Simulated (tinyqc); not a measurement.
Threshold-voltage variability of a planar MOSFET, analytic estimates: two steps of the calculation.

Three independent sources add in quadrature: random dopants in the depleted layer, metal-gate grains of two orientations, and roughness of the two gate edges acting through the roll-off VT = VT(long) - Vr exp(-L/l). These are first-order estimates: no three-dimensional electrostatics, no percolation.

Parameters, values chosen for the exercise; material values close to those of silicon: temperature T = 250 K; band gap Eg = 1.14 eV; relative permittivity of the semiconductor eps_r = 11.8; conduction-band density of states at T Nc = 2.15e19 cm^-3; valence-band density of states at T Nv = 2e19 cm^-3; channel doping Na = 2.1e18 cm^-3; oxide-equivalent thickness in inversion ti = 1.6 nm; gate length L = 32 nm; gate width W = 68 nm; number of cells Nb = 1048576; wanted yield Y = 0.991.

Constants: q = 1.602176634e-19 C, kB = 1.380649e-23 J/K, Vt = kB T/q, eps0 = 8.8541878128e-14 F/cm where lengths are in cm. Results are converted to the units shown.

Problem 1. Random dopants. ni = sqrt(Nc Nv) exp(-Eg/(2 Vt)), Eg in volts; Cox = 3.9 eps0/ti; Wd = sqrt(4 eps0 eps_r Vt ln(Na/ni)/(q Na)); dopants: s1 = (q/Cox) sqrt(Na Wd/(3 L W)). The slope A1 = s1 sqrt(L W); mean number of dopants Na L W Wd.

Find: Cox; Wd; mean number of dopants; A1; s1.

Solution 1.

Cox = 2.1582 uF/cm^2
Wd = 25.431 nm
mean number of dopants = 116.21
A1 = 0.99048 mV um
s1 = 21.233 mV

Counting alone, 1/sqrt(N) of the depletion voltage q Na Wd/Cox = 396 mV, would give sqrt(3) times more: dopants deep in the layer act less on the surface.

Problem 2. Margin in standard deviations for the wanted yield. Cells fail independently with probability Q(k) = erfc(k/sqrt(2))/2 when the margin is k standard deviations, and Y = exp(-Nb Q(k)). phi = exp(-k^2/2)/sqrt(2 pi). Newton steps on ln Q(k) = ln(-ln(Y)/Nb): k(new) = k + [ln Q - ln(-ln(Y)/Nb)] Q/phi.

k after iteration 1 = 8.2302698

Give: Q(k); phi; k after iteration 2.

Solution 2.

Q(k) = 9.3396e-17
phi = 7.7971e-16
k after iteration 2 = 6.0334

Program tinyqc, `OMP_NUM_THREADS=1 python tinyqc.py 2090093 2090094 out.jsonl`; Intel Xeon 2.30GHz, shared host, one thread, about 0.01 s.
